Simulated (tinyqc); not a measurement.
Polytypes by hexagonality, and a cubic inclusion as a quantum well, step by step. Values are carried at full precision from step to step, so a last printed digit may differ when a step is redone from the rounded ones.

A layer is h if its two neighbours in the periodic sequence sit on the same site, k otherwise; the hexagonality h is the share of h layers.

Constants: hbar^2/2m0 = 3.80998211 eV angstrom^2.

Values chosen for the exercise (of the order of those of InAs; shifted at random, so the results belong to these values and not to a real crystal): E3 = 0.412 eV (gap of the cubic polytype); E2 = 0.462 eV (gap of 2H); Ev2 = 0.039 eV (valence top of 2H above that of 3C); P2 = 0.0019 C/m^2 (spontaneous polarisation of 2H); m = (0.025, 0.027) m0 (electron mass along c in the cubic layer and in the host); d = 3.509 angstrom (thickness of a double layer); eps = 15.3 (dielectric constant); N = 6 (double layers in the cubic inclusion).

## Hexagonality

Stacking sequences:

| polytype | sequence |
|---|---|
| 10H | ABCABCBACB |
| 21R | ABCACBACABCBACBCABACB |
| 2H | AB |
| 15R | ABCACBCABACABCB |
| 8H | ABCABACB |

Give the h/k string and h of each.

Hexagonality:

| polytype | h/k string | h |
|---|---|---|
| 10H | hkkkkhkkkk | 0.2000 |
| 21R | hkkhkkkhkkhkkkhkkhkkk | 0.2857 |
| 2H | hh | 1.0000 |
| 15R | hkkhkhkkhkhkkhk | 0.4000 |
| 8H | hkkkhkkk | 0.2500 |

## Gaps and band edges

Gap: E3 + (E2 - E3) h. Valence top Ev2 h and polarisation P2 h, both counted from 3C; Ec = Ev + gap.

Evaluate for each polytype.

Results:

| polytype | gap (eV) | Ev (eV) | Ec (eV) | P (C/m^2) |
|---|---|---|---|---|
| 10H | 0.4220 | 0.0078 | 0.4298 | 0.00038 |
| 21R | 0.4263 | 0.0111 | 0.4374 | 0.00054 |
| 2H | 0.4620 | 0.0390 | 0.5010 | 0.00190 |
| 15R | 0.4320 | 0.0156 | 0.4476 | 0.00076 |
| 8H | 0.4245 | 0.0097 | 0.4343 | 0.00047 |

The widest gap is that of 2H, the narrowest that of 10H. Ev and Ec both rise with h, so 3C collects electrons and the more hexagonal side holes: a staggered line-up.

## The bound level without the field

A cubic inclusion of width L = N d in the host (h = 1) is a well of depth V = Ec(host) - Ec(3C). Square well with mass mismatch: k tan(k L/2) = (m_w/m_b) q, k = sqrt(m_w E/c), q = sqrt(m_b (V - E)/c), c = hbar^2/2m0, lowest root. The depth of the level, V - E, is its binding, and the transition to the valence top of the host is gap(host) - (V - E). The step in polarisation gives a field |F| = |P|/(eps eps0) in a thin inclusion, eps0 = 8.8541878e-12 F/m.

Give V, L, the level E, its depth below the host conduction edge and the transition to the valence top of the host, gap(host) - (V - E).

V = 0.0890 eV
L = 21.054 angstrom
E above the bottom = 0.0833 eV
depth below the host edge = 0.0057 eV
transition = 0.4563 eV

The level keeps 6 % of the well depth. The transition lies above the gap of 3C itself (0.412 eV).

## The polarisation field

Give |F|, the drop |F| L, the bound charge |P|/e per cm^2 (e = 1.602176634e-19 C), and, as a first estimate, the shift -|F| L/2 of the transition for an electron centred in the layer and a hole in the host on the high side.

|F| = 0.140 MV/cm
drop = 29.5 meV
bound charge = 1.19e+12 cm^-2
estimated shift = -14.8 meV

The drop is 33 % of the well depth. The host edge on the low side sinks by 15 meV against the centre, more than the 6 meV by which the flat well binds, so the level may not survive the field and the estimate must be checked.

## Checks

- Square-well root against finite differences on a grid of 0.5 angstrom (eV): both 0.083.

(tinyqc, `OMP_NUM_THREADS=1 python tinyqc.py 1880465 1880466 out.jsonl`, Intel(R) Xeon(R) Processor @ 2.30GHz, 1 thread, shared host, about 0.08 s.)
